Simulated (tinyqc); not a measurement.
Inside a calculation. Model: chemical-mechanical planarisation: Preston law, pattern density and step-height reduction. Computed by tinyqc, a small Python program that keeps every step. Command: `OMP_NUM_THREADS=1 python tinyqc.py 3010193 3010194 out.jsonl cmp walk`. One thread of a shared host (Intel(R) Xeon(R) Processor @ 2.30GHz), about 0.01 s of CPU time with the checks. Intermediate numbers are printed to about 5 digits and carried at full precision; extremes and crossings named in words are read from the listed rows.

A row of 8 cells, repeated periodically, holds raised features that cover a share rho of each cell.

Inputs (values chosen for the exercise, close to those used for oxide polishing):
```
quantity                          value  unit
Preston coefficient K           2.3e-13  1/Pa
pressure P                           25   kPa
platen and carrier speed             60   rpm
distance between the centres         20    cm
initial step height h0              690    nm
contact height h_c                   85    nm
film above the raised areas z0     1400    nm
cell size                           1.2    mm
planarisation length                1.8    mm
polish time t                        47     s
```

local pattern densities, cell by cell: 0.1  0.4  0.5  0.2  0.3  0.1  0.3  0.1

## Blanket rate

With equal rotation speeds the relative speed is uniform, v = omega r_c; Preston rate R0 = K P v.

relative speed v = 1.2566 m/s

blanket rate R0 = 7.2257 nm/s

## Effective density

The stiff pad averages the density: rho_eff(i) = sum_j w_ij rho_j / sum_j w_ij, w = exp(-2 d^2/L^2), L the planarisation length and d the distance between cell centres, summed over all periodic images of cell j.

normalised weights (images included) for cells 0, 1, 2, ... apart: 0.53191  0.21867  0.01519  0.00018  0.00000

effective densities: 0.17474  0.34863  0.40327  0.28899  0.23742  0.18906  0.20949  0.14840

Local densities span 0.1 to 0.5, effective ones 0.148 to 0.403.

## State at time t

While h > h_c only raised areas polish, at R0/rho_eff, until t_c = rho_eff (h0 - h_c)/R0. After that h = h_c exp(-(t - t_c)/tau), tau = rho_eff h_c/R0; low areas polish at R0 (1 - h/h_c) and raised areas at R0 [1 + (1 - rho_eff) h/(rho_eff h_c)]. Removed from raised areas after t_c: h0 - h_c + R0 (t - t_c) + (1 - rho_eff)(h_c - h); from low areas: R0 (t - t_c) - rho_eff (h_c - h). Film left = z0 less the removal from raised areas.

Cells:
```
cell  rho_eff  t_c (s)  step h (nm)  removed, raised (nm)  removed, low (nm)  film left on raised areas (nm)
1     0.17474   14.631       0.0000                909.04             219.04                          490.96
2     0.34863   29.191       1.1054                788.33              99.44                          611.67
3     0.40327   33.766       5.2221                748.23              63.45                          651.77
4     0.28899   24.197       0.1038                830.13             140.23                          569.87
5     0.23742   19.879       0.0052                865.78             175.79                          534.22
6     0.18906   15.830       0.0001                899.15             209.15                          500.85
7     0.20949   17.541       0.0005                885.06             195.06                          514.94
8     0.14840   12.425       0.0000                927.21             237.21                          472.79
```

range of film left across the row = 178.98 nm

largest remaining step = 5.2221 nm

thinnest film left = 472.79 nm

8 of 8 cells have reached contact. The cell with the lowest rho_eff has lost the most film from its raised areas.

## Local against global planarity over time

Times are multiples of h0/R0; the range is the largest minus the smallest removal from raised areas.

Steps and range (nm):
```
multiple   t (s)  largest step  smallest step  range across the row  mean removal from raised areas
0.10        9.55        518.90         225.04                293.86                           306.6
0.20       19.10        347.80           1.86                381.82                           568.7
0.30       28.65        176.70           0.01                281.30                           701.0
0.45       42.97         12.21           0.00                183.15                           826.8
0.60       57.30          0.60           0.00                176.22                           931.4
0.80       76.39          0.01           0.00                175.87                          1069.5
1.00       95.49          0.00           0.00                175.86                          1207.5
1.30      124.14          0.00           0.00                175.86                          1414.5
1.70      162.34          0.00           0.00                175.86                          1690.5
```

Local steps shrink to 0.01 nm or less, but the range across the row reaches up to 381.8 nm among these rows and ends at 175.9 nm, against the limit (largest - smallest rho_eff) h0 = 175.9 nm: once flat, all cells polish alike and the difference stays. Evener density (dummy fill), a longer planarisation length or a smaller initial step reduces it. Caution: in the last rows the removal passes z0 somewhere, so they describe a thicker film than the one given.

Checks made by the program: volume removed per cell equals R0 t (relative difference below 1e-10).
